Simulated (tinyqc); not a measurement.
Octagonal on-chip spiral inductor, lumped pi model: one step of the calculation.

Outer diameter do = di + 2 n wd + 2 (n - 1) sp, mean da = (do + di)/2, fill p = (do - di)/(do + di), length l = 3.314 n da. L = 2.25 mu0 n^2 da/(1 + 3.55 p), mu0 = 4 pi 1e-7 H/m. Rs = rho l/(wd delta (1 - exp(-th/delta))), delta = sqrt(rho/(pi f mu0)). Cs = n wd^2 eps0 eo/hu across the coil. At each end Cox = l wd eps0 eo/(2 ho) leads to the substrate branch Rsi = 2 rs he/(l wd) in parallel with Csi = l wd eps0 11.7/(2 he). With one end grounded Y = 1/(Rs + i w L) + i w Cs + 1/[1/(i w Cox) + 1/(1/Rsi + i w Csi)], w = 2 pi f; Q = -Im Y/Re Y. Eddy currents in neighbouring turns and in the substrate are left out.

Task. Admittance, quality factor and apparent inductance. Series branch 1/(Rs + i w L), substrate branch, total Y, Q = -Im Y/Re Y, apparent inductance Im(1/Y)/w, metal-only value w L/Rs, share of the loss in the substrate Re(substrate branch)/Re Y.

Parameters, values chosen for the exercise: frequency f = 0.96 GHz.

L = 2.3757174 nH
Rs = 1.2316369 ohm
Cs = 33.991780 fF
Cox = 80.925834 fF
Rsi = 58855.648 ohm
Csi = 17.601369 fF

Find: series branch; substrate branch; Y; Q; apparent inductance; w L/Rs; share of the loss in the substrate.

Result.

series branch = 5.954-69.272i mS
substrate branch = 0.011453+0.087530i mS
Y = 5.965-68.979i mS
Q = 11.564
apparent inductance = 2.3856 nH
w L/Rs = 11.635
share of the loss in the substrate = 0.19199 %

Q is 99.4 % of the metal-only value.

Program tinyqc, `OMP_NUM_THREADS=1 python tinyqc.py 2302004 2302005 out.jsonl`; Intel Xeon 2.30GHz, shared host, one thread, about 0.01 s.
